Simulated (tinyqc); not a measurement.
Two regimes over temperature: microkinetic model of low-temperature epitaxy from hydride gases: adsorption, hydrogen desorption and rate control. Computed by tinyqc, a small Python program. Command: `OMP_NUM_THREADS=1 python tinyqc.py 3007649 3007650 out.jsonl hepi walk`. One thread of a shared host (Intel(R) Xeon(R) Processor @ 2.30GHz), about 0.01 s of CPU time with the checks.

Each hydride molecule needs two free sites and leaves four hydrogen atoms, of which two leave at once as H2; theta is the hydrogen coverage, the site density is 6.78 per nm^2 and one layer is 1.358 angstrom thick.

Inputs (values chosen for the exercise, close to those used for silane, with second-order desorption as on Si(111) but the site density of Si(001)):
```
quantity                            value  unit
silane pressure p_S                  0.15    Pa
sticking prefactor of silane s0     0.023     -
adsorption barrier E_s               0.18    eV
desorption prefactor nu_d           5e+11   1/s
desorption energy on silicon E_d     2.17    eV
hydrogen carrier pressure p_H           0    Pa
sticking of hydrogen s_H          1.5e-08     -
```

Film: silicon. Order of hydrogen desorption: second.

Constants: k_B = 8.617333262e-05 eV/K; u = 1.6605390666e-27 kg; k_B = 1.380649e-23 J/K.

Method:
- Flux per site F = p/(sqrt(2 pi M k_B T) x 6.78e18 per m^2), M = 32.12 u (silane), 2.016 u (hydrogen); s = s0 exp(-E_s/(k_B T)); k_S = s F_S = k; k_H = s_H F_H; k_d = nu_d exp(-E_d/(k_B T)).
- With k the hydride and k_H the hydrogen adsorption rate on free pairs and k_d the desorption rate, steady state: 2 (k + k_H)(1 - theta)^2 = k_d theta^2; growth rate R = k (1 - theta)^2 layers/s; 1 layer/s = 8.148 nm/min.
- Temperatures in kelvin are T(C) + 273.15.
- Limits: desorption-limited R = k_d k/(2 (k + k_H)), adsorption-limited R = k.

Growth:
```
T (C)    theta  G (nm/min)  desorption limit (nm/min)  adsorption limit (nm/min)
400    0.99415  1.1413e-04                 1.1548e-04                     3.3366
450    0.98077  1.4756e-03                 1.5340e-03                     3.9896
500    0.94697  1.3077e-02                 1.4583e-02                     4.6509
550    0.87650  8.1013e-02                 1.0545e-01                     5.3113
600    0.75799  3.4929e-01                 6.0794e-01                     5.9635
650    0.60145  1.0487e+00                 2.8990e+00                     6.6021
700    0.43922  2.2714e+00                 1.1774e+01                     7.2230
750    0.30224  3.8090e+00                 4.1698e+01                     7.8233
800    0.20191  5.3511e+00                 1.3126e+02                     8.4012
850    0.13415  6.7139e+00                 3.7308e+02                     8.9554
```

What does the comparison show, and why?

The apparent activation energy of G is 2.15 eV between the first rows and 0.47 eV between the last; full hydrogen cover gives a value near the desorption energy (plus E_s where k_H far exceeds k), a bare surface one near E_s less k_B T/2 from the flux. The coverage passes one half between 650 and 700 C, the knee of the Arrhenius plot.

Extremes, crossings and ranges named in words are read from the listed rows.
